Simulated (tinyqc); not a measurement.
p-type polysilicon, carrier trapping at grain boundaries: one step of the calculation.

One-dimensional grains of size Lg, uniform ionised doping N, monovalent traps Qt at each boundary at a depth Et below (for electrons) or above (for holes) the band edge there, abrupt depletion of width W on each side of a boundary, Boltzmann statistics. xi is the distance from the band edge at the grain centre to the Fermi level. Trapped charge Qt/(1 + exp((xi + VB - Et)/Vt)) = 2 N W, barrier VB = q N W^2/(2 eps0 eps_r).

Question. New W. Partly depleted grain, xi = Vt ln(NB/N): f = 1/(1 + exp((xi + VB - Et)/Vt)), g = Qt f - 2 N W, g' = -2 Qt f (1 - f) VB/(W Vt) - 2 N, W(new) = W - g/g'.

Inputs (values chosen for the exercise); values of the order met in polycrystalline silicon:
```
symbol    value   unit                                                              meaning
T           250      K                                                          temperature
eps_r      11.7                                                       relative permittivity
NB      2.02e19  cm^-3                                  valence-band density of states at T
Qt         5e12  cm^-2                                     trap density of a grain boundary
Et          0.3     eV  depth of the trap level from the majority band edge at the boundary
N        1.7e18  cm^-3                                                               doping
```

Constants: q = 1.602176634e-19 C, kB = 1.380649e-23 J/K, Vt = kB T/q, eps0 = 8.8541878128e-14 F/cm where lengths are in cm. Results are converted to the units shown.

W after iteration 2 = 12.598807 nm

Give: VB; f; g; g'; W after iteration 3.

Answer.

VB = 0.2087 V
f = 0.8538
g = -1.476e10 cm^-2
g' = -1.300e12 cm^-2/nm
W after iteration 3 = 12.59 nm

Computed by the program tinyqc: `OMP_NUM_THREADS=1 python tinyqc.py 2830069 2830070 out.jsonl`, one thread of a shared Intel Xeon 2.30GHz, about 0.01 s for the whole run.
